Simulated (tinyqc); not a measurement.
Moment against the Stoner parameter: Stoner model of a band ferromagnet.

Density of states per atom and spin: two humps, D(e) = (M/W) [1 - sp cos(4 pi e/W)]. Levels e -/+ I m/2 for up and down spin, m = n_up - n_down, n_up + n_down = nd. At zero temperature e(N) is the energy below which N states lie, and E(m) = sum over spins of integral e D de - I m^2/4.

Parameters, chosen for this exercise: W = 4.2 eV (band width, e from -W/2 to W/2); M = 5 (states per atom and spin); nd = 8.16 (electrons per atom); sp = 0.63 (shape parameter).

Lowest state for each I.

Results:
```
I (eV)  I D(EF)  m (muB)  E - E(0) (meV)
0.33      0.608    0.000             0.0
0.44      0.811    0.000             0.0
0.49      0.903    0.000             0.0
0.55      1.013    0.494            -0.2
0.60      1.105    1.246           -12.1
0.68      1.253    1.656           -56.3
0.82      1.511    1.840          -169.7
0.98      1.805    1.840          -305.1
```

What does the comparison show?

A moment first appears at I = 0.55 eV of those listed, where I D(EF) = 1.013. It is saturated at 1.840 from I = 0.82 eV on.

Computed by tinyqc, a small Python program: `OMP_NUM_THREADS=1 python tinyqc.py 1681821 1681822 out.jsonl` (the numbers bound the seed that draws the inputs); one thread of a shared host (Intel(R) Xeon(R) Processor @ 2.30GHz), about 0.3 s for the whole set of steps.
